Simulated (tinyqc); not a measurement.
Tunnelling through a gate dielectric, WKB transmission and Tsu-Esaki current: effect of temperature.

Electrons leave the emitter at x = 0. Energies E (motion across the layers) are in eV from the emitter Fermi level; the collector Fermi level lies at -V and offers states at every E. No charge in the dielectric and no image force: F1 = V/t1, U = phi1 - F1 x. With C = hbar^2/(2 m0), kappa = sqrt(m (U - E)/C) where U > E and 0 elsewhere; T(E) = exp(-S), S = 2 times the integral of kappa over x.

Each layer adds (2/F) sqrt(m/C) [G(u at its left edge) - G(u at its right edge)] to S, with u = U - E (0 where negative) and G(u) = (2/3) u^1.5. J = J0 times the integral of T(E) N(E) dE, N = ln[(1 + exp(-E/Vt))/(1 + exp((-E - V)/Vt))], J0 = q^2 me m0 kB T/(2 pi^2 hbar^3) (times 1e-4 for A/cm^2 per eV), from E = -Ef to far above the barrier (T = 1 there), by quadrature converged to the digits shown. The share over the barrier is that of energies above the highest band edge; 0 means below 1e-6 %.

Inputs (values chosen for the exercise); dielectric values close to those of zirconium oxide: Fermi energy of the emitter above its band bottom Ef = 0.39 eV; emitter mass in the supply function me = 0.52 m0; barrier of layer 1 above the emitter Fermi level at zero bias phi1 = 1.44 eV; tunnelling mass of layer 1 m1 = 0.26 m0; thickness of layer 1 t1 = 3.7 nm; voltage across the dielectric V = 2.2 V.

Constants: q = 1.602176634e-19 C, kB = 1.380649e-23 J/K, hbar = 1.054571817e-34 J s, m0 = 9.1093837015e-31 kg, Vt = kB T/q, hbar^2/(2 m0) = 0.0380998212 eV nm^2. Results are converted to the units shown.

Result of one run:
```
J (A/cm^2)	mean E of the current (eV)	share over the barrier (%)
4757	-0.04946	0
```

Which temperature T gave this result: 100, 500, 600 or 750 K?

T = 600 K.

The whole series:
```
T (K)	J (A/cm^2)	mean E of the current (eV)	share over the barrier (%)
50	2634	-0.1549	0
100	2666	-0.1531	0
200	2796	-0.1456	0
300	3029	-0.1325	0
400	3394	-0.1130	0
500	3942	-0.08592	0
600	4757	-0.04946	0
750	6810	0.02702	1.09e-4
```

Between 50 and 300 K the current changes by a factor of 1.15, and between 300 and 750 K by 2.25; the mean energy of the current rises from -0.155 to 0.0270 eV. The transmission grows by a factor e over d = 0.0948 eV near E = 0, equal to kB T/q at 1100 K: far below that temperature the thermal tail adds little.

Program tinyqc, `OMP_NUM_THREADS=1 python tinyqc.py 2540095 2540096 out.jsonl`; Intel Xeon 2.30GHz, shared host, one thread, about 0.03 s.
